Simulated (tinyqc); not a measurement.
Raising U: Hubbard chain of 4 sites, mean field against exact. Computed by the program tinyqc. 

one-body matrix (hopping and site energies) (eV):
```
         1        2        3        4
1   0.0000  -1.6900   0.0000   0.0000
2  -1.6900   0.0000  -1.6900   0.0000
3   0.0000  -1.6900   0.0000  -1.6900
4   0.0000   0.0000  -1.6900   0.0000
```

electrons, up and down: 2  1

Collinear unrestricted mean field (the lowest of 40 random starts) against exact diagonalisation.

Exact and mean-field results (eV):

| U | U/t | E exact | E mean field | mean \|n_up - n_down\| | double occupancy, exact | first gap in the sector |
|---|---|---|---|---|---|---|
| 0.8400 | 0.4970 | -6.116953 | -6.097226 | 0.2500 | 0.1110 | 1.6650 |
| 1.6900 | 1.0000 | -5.762738 | -5.684563 | 0.2500 | 0.0974 | 1.5987 |
| 3.3800 | 2.0000 | -5.187515 | -4.902416 | 0.2500 | 0.0736 | 1.4129 |
| 5.0700 | 3.0000 | -4.756138 | -4.221258 | 0.3772 | 0.0550 | 1.2222 |
| 6.7600 | 4.0000 | -4.433097 | -3.703346 | 0.4977 | 0.0414 | 1.0566 |
| 10.1400 | 6.0000 | -3.999456 | -3.074671 | 0.6262 | 0.0246 | 0.8104 |
| 13.5200 | 8.0000 | -3.731634 | -2.834275 | 0.7278 | 0.0159 | 0.6476 |
| 20.2800 | 12.0000 | -3.427969 | -2.683508 | 0.7408 | 0.0079 | 0.4558 |
| 33.8000 | 20.0000 | -3.161602 | -2.565597 | 0.7468 | 0.0031 | 0.2828 |

In absolute terms mean field is worst at U/t = 6.0, 0.925 eV too high: at small U it is nearly exact, and at large U it still misses the motion of the hole through a fluctuating spin background. Relative to the exact energy its error is 0.3 % at the smallest U, 24 % at most and 19 % at the largest. The double occupancy falls from 0.111 to 0.003.
